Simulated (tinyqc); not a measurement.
# Bulk resistivity and mean free path from two films

Problem. In the thick-film limit single-crystal films obey rho = rho0 (1 + 3 (1 - ps) lam/(8 d)). Find rho0, lam and the product rho0 lam.

Parameters, values chosen for the exercise:
```
symbol  value  unit                               meaning
ps          0        specular share of surface scattering
```

rho at d = 96 and 280 nm (uohm cm): [1.9148359, 1.7473723]

Answer. rho is a straight line in 1/d: the intercept is rho0 and the slope (3/8)(1 - ps) rho0 lam. Without ps only the product (1 - ps) lam could be found.

rho0 = 1.660 uohm cm
lam = 39.30 nm
rho0 lam = 65.24 uohm cm nm

Numbers from tinyqc (`OMP_NUM_THREADS=1 python tinyqc.py 2100069 2100070 out.jsonl`; about 0.01 s on one thread of a shared Intel Xeon 2.30GHz).
